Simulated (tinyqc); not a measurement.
Charge neutrality of a doped semiconductor with incomplete ionisation: one step, computed by the program tinyqc.

Energies are counted from the top of the valence band; E_D is measured down from the conduction band and E_A up from the valence band.

Problem. Gap and effective densities of states. E_g = E_g0 - alpha T^2/(T + beta). N_c = 2 M_c (2 pi m_e k_B T/h^2)^(3/2) and N_v = 2 (2 pi m_h k_B T/h^2)^(3/2), masses in units of m_0. n_i = sqrt(N_c N_v) exp(-E_g/(2 k_B T)); E_i = E_g/2 + (k_B T/2) ln(N_v/N_c).

Inputs (values chosen for the exercise, modelled on CdTe):
```
quantity              value  unit
gap at 0 K E_g0        1.61    eV
Varshni alpha      0.000308  eV/K
Varshni beta            112     K
electron mass m_e    0.0985   m_0
valleys M_c               1     -
hole mass m_h         0.622   m_0
temperature T           600     K
```

Doping: p-type. Statistics of the bands: Boltzmann.

Constants: m_0 = 9.1093837015e-31 kg; k_B = 1.380649e-23 J/K; h = 6.62607015e-34 J s; k_B = 8.617333262e-05 eV/K.

Give: gap E_g; N_c; N_v; k_B T; intrinsic density n_i; intrinsic level E_i.

Solution.

gap E_g = 1.4543 eV

N_c = 2.1942e+18 cm^-3

N_v = 3.4818e+19 cm^-3

k_B T = 0.051704 eV

intrinsic density n_i = 6.8214e+12 cm^-3

intrinsic level E_i = 0.79860 eV
